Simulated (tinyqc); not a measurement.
Optical transitions of a finite quantum well, step by step. Values are carried at full precision from step to step, so a last printed digit may differ when a step is redone from the rounded ones.

Each carrier sees a square well of width L with its own depth V and masses m (inside), mb (outside); c = hbar^2/2m0, k = sqrt(m E/c), kappa = sqrt(mb (V - E)/c), and level n solves k L + 2 atan[(k/m)/(kappa/mb)] = n pi. The envelope is cos(kz) for odd n and sin(kz) for even n inside, joins exp(-kappa (|z| - L/2)) outside, and is normalised to 1. Excitons and band mixing are left out.

Constants: hbar^2/2m0 = 3.80998211 eV angstrom^2; hc = 1239.841984 eV nm; fine-structure constant alpha = 0.007297352564.

Inputs chosen for the exercise (near those of a GaAs well in AlGaAs; the results hold for these values, not for the real material): L = 114 angstrom (well width); Eg = 1.54 eV (gap of the well); Vc = 0.186 eV (conduction offset); Vv = 0.096 eV (valence offset); me = 0.0673 m0 (electron, well); meb = 0.0861 m0 (electron, barrier); mh = 0.36 m0 (heavy hole along z, well); mhb = 0.401 m0 (heavy hole, barrier); ml = 0.0859 m0 (light hole along z, well); mlb = 0.1058 m0 (light hole, barrier); Ns = 0.23 x 1e12/cm^2 (electrons in e1); n_r = 3.43 (refractive index); G = 8 meV (half width of the line).

## Confinement energies

Up to three levels for each carrier.

Levels:
```
level  E (eV)  k (1/angstrom)  kappa (1/angstrom)
e1     0.0236         0.02042             0.06058
e2     0.0921         0.04034             0.04606
e3     0.1835         0.05693             0.00755
hh1    0.0056         0.02304             0.09753
hh2    0.0223         0.04589             0.08808
hh3    0.0492         0.06820             0.07017
lh1    0.0166         0.01933             0.04697
lh2    0.0630         0.03769             0.03026
```

## Interband transitions

From e1 and e2 to each hole level: E = Eg + E_e + E_h, wavelength hc/E, squared overlap of the envelopes, and the strength |<S|p|v>|^2 in units of P^2 at the subband edge: overlap^2 times 1/2 (hh) or 1/6 (lh) for light polarised in the plane (TE), times 0 (hh) or 2/3 (lh) along z (TM).

Transitions:
```
pair    E (eV)  wavelength (nm)  overlap^2      TE      TM
e1-hh1  1.5692            790.1     0.9868  0.4934  0.0000
e1-lh1  1.5802            784.6     0.9963  0.1661  0.6642
e1-hh2  1.5859            781.8     0.0000  0.0000  0.0000
e1-hh3  1.6128            768.7     0.0078  0.0039  0.0000
e1-lh2  1.6266            762.2     0.0000  0.0000  0.0000
e2-hh1  1.6377            757.0     0.0000  0.0000  0.0000
e2-lh1  1.6487            752.0     0.0000  0.0000  0.0000
e2-hh2  1.6544            749.4     0.9443  0.4722  0.0000
e2-hh3  1.6814            737.4     0.0000  0.0000  0.0000
e2-lh2  1.6951            731.4     0.9734  0.1622  0.6490
```

The edge is e1-hh1 at 790 nm. Pairs of opposite parity vanish exactly; e1-hh3 is allowed by parity and reaches 0.0078, only because the two envelopes leak differently into the barriers.

## Intersubband transitions from e1

z_1j = <1|z|j>; 1/m1 = <1|1/m|1>; f_1j = (m1/c)(E_j - E_1) z_1j^2, which sums to 1 over all bound and continuum states.

Transitions:
```
pair  E (meV)  wavelength (micrometre)  |z| (angstrom)       f
1-2      68.5                    18.09           28.36  0.9805
1-3     159.9                     7.75            0.00  0.0000
```

m1 = 0.0678 m0
sum of f over bound states = 0.9805

The continuum carries the remaining 0.0195. With hard walls z_12 = 16 L/(9 pi^2) = 20.53 angstrom and f_12 = 256/(27 pi^2) = 0.9607.

## Absorption of one well

For light polarised along z (a real waveguide or Brewster geometry adds an angle factor), with all electrons in e1 and none in e2, the peak fractional absorption is 4 pi alpha Ns c f_12/(n_r m1 G) and the area under the Lorentzian line is pi G times that, c = hbar^2/2m0; 1e12/cm^2 = 1e-4/angstrom^2. EF - E1 = 2 pi c Ns/m1 at zero temperature.

peak absorption = 0.424 %
area = 10.64 % meV
EF - E1 = 8.1 meV

EF lies below e2, as assumed.

## Checks

- Sum of f over all levels of a difference grid (60 cells across the well) against 1: 0.999 against 1.000.
- The strength f_12 on that grid against the matched envelopes: both 0.980.

Run: tinyqc, `OMP_NUM_THREADS=1 python tinyqc.py 1251177 1251178 out.jsonl`; Intel(R) Xeon(R) Processor @ 2.30GHz, one thread, shared host; about 0.05 s of CPU time with all checks.
